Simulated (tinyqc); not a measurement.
# Ten-year voltage from two stress tests

Problem. Lifetimes follow tau = t0 exp(B/Vd). Ten years are 3.15576e8 s. Find B, t0 and the drain voltage for ten years.

lifetimes at Vd = 2.8 and 3.1 V (s): 14000  291.734711

Answer. ln(tau) is linear in 1/Vd.

B = 112 V
t0 = 5.95e-14 s
ten-year voltage = 2.24 V

Program tinyqc, `OMP_NUM_THREADS=1 python tinyqc.py 2550101 2550102 out.jsonl`; Intel Xeon 2.30GHz, shared host, one thread, about 0.01 s.
